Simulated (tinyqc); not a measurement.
Polycrystal bounds against single-crystal directions: anisotropic elasticity and sound waves of a cubic crystal. Computed by tinyqc, a small Python program. Command: `OMP_NUM_THREADS=1 python tinyqc.py 3012666 3012667 out.jsonl cubicelastic walk`. One thread of a shared host (Intel(R) Xeon(R) Processor @ 2.30GHz), about 0.01 s of CPU time with the checks.

Voigt order 1..6 = xx, yy, zz, yz, xz, xy, with engineering shear strains. The rotated frame has x' as named, z' along the wafer normal and y' = z' x x'.

Inputs (values chosen for the exercise, modelled on copper): C11 = 165.6 GPa; C12 = 123.7 GPa; C44 = 75.84 GPa.

Frame: (001) wafer, x' along [210].

Method. S11 = (C11 + C12)/D, S12 = -C12/D, D = (C11 - C12)(C11 + 2 C12), S44 = 1/C44. Zener ratio A = 2 C44/(C11 - C12); S0 = S11 - S12 - S44/2; H = 2 C44 + C12 - C11. B = (C11 + 2 C12)/3; Voigt G = (C11 - C12 + 3 C44)/5; Reuss G = 5/(4 (S11 - S12) + 3 S44); Hill is their mean; E = 9BG/(3B + G), nu = (3B - 2G)/(6B + 2G). Along <hkl>, with g = 0, 1/4, 1/3: 1/E = S11 - 2 S0 g; for a film with that normal C33 = C11 + 2 H g and M = [6B - (3B - C33) - (3B - C33)^2/C33]/2.

S11 = 16.7180 1/TPa

S12 = -7.14835 1/TPa

S44 = 13.1857 1/TPa

S0 = 17.2735 1/TPa

H = 109.78 GPa

Zener ratio A = 3.62005

bulk modulus B = 137.67 GPa

Averages:
```
average  G (GPa)  E (GPa)       nu
Voigt     53.884   143.00  0.32688
Reuss     37.031   101.95  0.37657
Hill      45.457   122.85  0.35127
```

Directions:
```
direction  E (GPa)  biaxial modulus M (GPa)
<100>        59.82                   104.50
<110>       123.74                   232.70
<111>       192.22                   262.34
```

What does the comparison show, and why?

The bounds on G differ by 46 %, while E varies by a factor 3.21 with direction; with A above 1 the stiffest axis is <111>. Under a fixed mismatch strain, grains with a <100> normal store the least energy.

Extremes, crossings and ranges named in words are read from the listed rows.
